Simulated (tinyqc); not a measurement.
Worked calculation: Koster-Slater impurity in an sp3s* host. Values are carried at full precision from step to step, so a last printed digit may differ when a step is redone from the rounded ones.

sp3s* tight binding, nearest neighbours only: anion (a) at 0, cation (c) at a/4 (1,1,1), orbitals s, px, py, pz, s* on each; k in units of 2 pi/a. With phases e_j = exp(i (pi/2) k.n_j) for n = (1,1,1), (1,-1,-1), (-1,1,-1), (-1,-1,1): g0 = (e1+e2+e3+e4)/4, g1 = (e1+e2-e3-e4)/4, g2 = (e1-e2+e3-e4)/4, g3 = (e1-e2-e3+e4)/4. The diagonal holds the levels Esa, Epa, Exa (s*) and Esc, Epc, Exc. Anion-cation block: <sa|sc> = Vss g0; <sa|xc> = Vsapc g1; <xa|sc> = -Vscpa g1; <xa|xc> = Vxx g0; <xa|yc> = <ya|xc> = Vxy g3, <xa|zc> = <za|xc> = Vxy g2, <ya|zc> = <za|yc> = Vxy g1; <s*a|xc> = Vxapc g1; <xa|s*c> = -Vpaxc g1; y and z take g2 and g3 in place of g1; s-s* and s*-s* vanish.

Inputs chosen for the exercise (out of a larger set: near a published set for Si; not measured data):
- p = (-4.163, 1.708, -4.163, 1.708, 6.693, 6.693, -8.31, 1.721, 4.626, 5.768, 5.768, 5.395, 5.395) eV (order Esa, Epa, Esc, Epc, Exa, Exc, Vss, Vxx, Vxy, Vsapc, Vscpa, Vxapc, Vpaxc)
- N = 4 (mesh)
- V = 21.2 eV (shift of the p levels)

## The gap of the host

Gaps from the top of the valence band to Gamma, to the minimum on (x,0,0) from 0.5 to 1, and to L; the smallest is Eg.

top of the valence band on the scale of the parameters = -0.0130 eV

gaps (eV): Gamma 3.4420, Delta 1.1951, L 2.5430

Eg (smallest gap of the host) = 1.1951 eV

## Where the weight lies

A defect on an anion site (a) shifts the s level there by Vs or the three p levels by Vp and leaves the rest. A level in the gap solves 1/Vs = G_s(E) (symmetry A1) or 1/Vp = G_p(E) (T2, threefold), with G(E) = (1/N^3) sum over k and bands of w/(E - e), where w is the weight of the state on the s orbital of that site, or the mean weight on its px, py, pz. Mesh: k = f1 (-1,1,1) + f2 (1,-1,1) + f3 (1,1,-1), f = (j + 1/2)/N, j = 0 to N - 1. Energies from the top of the valence band at Gamma; the s* orbital of the site is left as it is. An infinite shift removes the s or p orbitals, the model of the ideal vacancy: G(E) = 0.

For each band: mean energy over the mesh and summed weights; each column of weights adds to one.

Bands:

| band | mean energy (eV) | s weight | p weight |
|---|---|---|---|
| 1 | -10.113 | 0.4134 | 0.0265 |
| 2 | -6.143 | 0.1957 | 0.0905 |
| 3 | -2.280 | 0.0061 | 0.1643 |
| 4 | -1.849 | 0.0017 | 0.1660 |
| 5 | 1.802 | 0.0786 | 0.0779 |
| 6 | 2.725 | 0.2387 | 0.0433 |
| 7 | 5.308 | 0.0048 | 0.1630 |
| 8 | 5.734 | 0.0132 | 0.1573 |
| 9 | 9.717 | 0.0311 | 0.0459 |
| 10 | 10.536 | 0.0167 | 0.0654 |

The filled bands hold 0.617 of the s orbital and 0.447 of each p orbital of the anion. Filled states add positive terms to G in the gap and empty ones negative terms.

## Green functions across the gap

G at nine energies E = Eg j/8.

G(E) (1/eV):

| E (eV) | G_s | G_p |
|---|---|---|
| 0.0000 | -0.06949 | 0.09707 |
| 0.1494 | -0.08197 | 0.06246 |
| 0.2988 | -0.09626 | 0.03573 |
| 0.4482 | -0.11305 | 0.01177 |
| 0.5975 | -0.13335 | -0.01182 |
| 0.7469 | -0.15894 | -0.03703 |
| 0.8963 | -0.19310 | -0.06659 |
| 1.0457 | -0.24341 | -0.10616 |
| 1.1951 | -0.33453 | -0.17401 |

Both fall with E, as dG/dE = -sum w/(E - e)^2 demands. G_s keeps its sign, so the vacancy has no level of this symmetry in the gap. G_p changes sign, so the vacancy has a level of this symmetry in the gap.

## A first estimate from the table

A defect that shifts the p level of its anion site by V has a level where the host Green function G_p(E) equals 1/V; E is counted from the top of the valence band. Find it by linear interpolation between the two rows that bracket it.

1/V = 0.04717 1/eV
estimated level = 0.235 eV

## The level and its weight on the defect

Solve by bisection with the full sum. The weight of the bound state on the shifted orbital is G^2/(-G'), which is also dE/dV.

level = 0.2319 eV
G'(E) = -0.17623 1/eV^2
weight on the defect orbital = 0.0126

The level lies 0.232 eV above the valence band and 0.963 eV below the conduction band. Only 1.3 % of it sits on the shifted orbital, the rest on other orbitals, so a shift of 1 eV moves the level by about 13 meV.

## Checks

- Sum of the s weights over all bands against one: both 1.00000.
- First moment of the s weights against the s level of the site, on the scale of the parameters: both -4.16300.

Program tinyqc; command `OMP_NUM_THREADS=1 python tinyqc.py 1452223 1452224 out.jsonl`; about 0.01 s on one thread of a shared Intel(R) Xeon(R) Processor @ 2.30GHz.
